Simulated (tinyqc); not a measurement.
# Worked calculation: CMOS inverter, nodal equation and switching

Numbers from tinyqc (`OMP_NUM_THREADS=1 python tinyqc.py 2340051 2340052 out.jsonl`; about 0.04 s on one thread of a shared Intel Xeon 2.30GHz). Printed values are rounded.

An n-channel pull-down (bn, VTn) and a p-channel pull-up (bp, VTp) share the input Vin and the output node Vout, which carries the load C. Transistor (EKV form, voltages against the body): I = 2 n b Vt^2 [F(vp - Vs) - F(vp - Vd)] from drain to source, F(v) = ln^2(1 + exp(v/(2 Vt))), vp = (Vg - VT + sg |Vd - Vs|)/n. n-channel bodies are at 0; for the p-channel device all voltages are counted down from Vdd. b in uA/V^2 gives I in uA. Static: In = Ip. Transient: C dVout/dt = Ip - In. No velocity saturation, no gate capacitance beyond C.

Parameters, values chosen for the exercise: temperature T = 300 K; supply voltage Vdd = 1 V; slope factor n = 1.16; drain-induced barrier lowering sg = 0.084; n-channel threshold VTn = 0.37 V; p-channel threshold (magnitude) VTp = 0.26 V; gain factor of the pull-down transistor bn = 450 uA/V^2; gain factor of the pull-up transistor bp = 140 uA/V^2; load capacitance C = 3.6 fF; input voltage Vin = 0.45 V; time step dt = 5 ps.

Constants: q = 1.602176634e-19 C, kB = 1.380649e-23 J/K, Vt = kB T/q. Results are converted to the units shown.

## Iteration 1: output voltage by Newton steps

Vout at the start = 0.5 V

f = In - Ip at (Vin, Vout); G = df/dVout by a central difference with +/- 1e-6 V; Vout(new) = Vout - f/G.

In = 3.246442 uA
Ip = 6.660857 uA
G = 7.08504 uS
Vout after iteration 1 = 0.9819189 V

## Iteration 2: output voltage by Newton steps

As before.

In = 5.367357 uA
Ip = 0.7062578 uA
G = 42.8553 uS
Vout after iteration 2 = 0.8731553 V

## Course of the iteration: output voltage by Newton steps

Stop when Vout changes by less than 1e-9 V, or after 30 iterations.

Course of the iteration:
```
iteration   Vout (V)  |change| (V)
1          0.9819189         0.482
2          0.8731553         0.109
3          0.8408120        0.0323
4          0.8373793       3.43e-3
5          0.8373410       3.83e-5
6          0.8373410       4.74e-9
7          0.8373410       < 1e-13
```

Converged in 7 iterations. At the end the number of correct digits about doubles with each step.

## Transfer curve

Vin, point 0 to 10 (V): [0, 0.1, 0.2, 0.3, 0.4, 0.5, 0.6, 0.7, 0.8, 0.9, 1]

For each Vin solve In = Ip; gain = dVout/dVin.

```
point   Vout (V)  supply current (uA)     gain
0      0.9999995            4.9903e-5    0.000
1      0.9999849            0.0013515   -0.001
2      0.9995784             0.031861   -0.013
3      0.9924858              0.45868   -0.188
4      0.9374660               2.6921   -1.150
5      0.3588241               5.2268  -11.897
6      0.0316988               2.9959   -0.460
7      0.0070320               1.0296   -0.118
8      0.0009354              0.18068   -0.023
9      0.0000560             0.013363   -0.002
10     0.0000021            5.8231e-4    0.000
```

The switching point Vin = Vout lies at 0.4891 V, with a gain of -11.9. The current peaks at 5.23 uA among the points, against 5.0e-5 and 5.8e-4 uA of leakage at the ends.

## Switching point and noise margins

VM solves In = Ip with Vin = Vout. VIL and VIH are the inputs at which the gain is -1; NML = VIL - Vout(VIH), NMH = Vout(VIL) - VIH.

VM = 0.48906 V
gain at VM = -11.904
VIL = 0.39176 V
VIH = 0.55980 V
NML = 0.33291 V
NMH = 0.38651 V

VM lies 11 mV below Vdd/2, and the high margin is the larger one. With both transistors saturated the size of the gain tends to 1/sg = 11.9; here it is within 0.01 % of that.

## Step 1: one time step of the falling output

Vout at t = 0 = 1 V

The input steps to Vdd at t = 0; I = In - Ip. Trapezoidal rule: V(new) = V - (dt/C)[I(V) + I(V(new))]/2, solved for V(new); 1 ps uA/fF = 1 mV.

I(V) = 98.88296 uA
I(V(new)) = 95.76294 uA
Vout after step 1 = 0.8648292 V

## Step 2: one time step of the falling output

As before.

I(V) = 95.76294 uA
I(V(new)) = 92.78527 uA
Vout after step 2 = 0.7338930 V

## Delays and energy

For a step input the delay to Vdd/2 is tHL = C times the integral of dV/(In - Ip) from Vdd/2 to Vdd at Vin = Vdd, and tLH likewise with Ip - In from 0 to Vdd/2 at Vin = 0. Energy drawn for one full cycle of the output: C Vdd^2. Leakage power: Vdd times the mean of the supply currents at Vin = 0 and Vdd.

tHL = 19.38703 ps
tLH = 46.77332 ps
energy = 3.6 fJ
leakage power = 0.3161088 nW

Time steps as above cross Vdd/2 at 19.4 ps by linear interpolation, 0.18 % above tHL. tLH/tHL = 2.41, with bn/bp = 3.21.
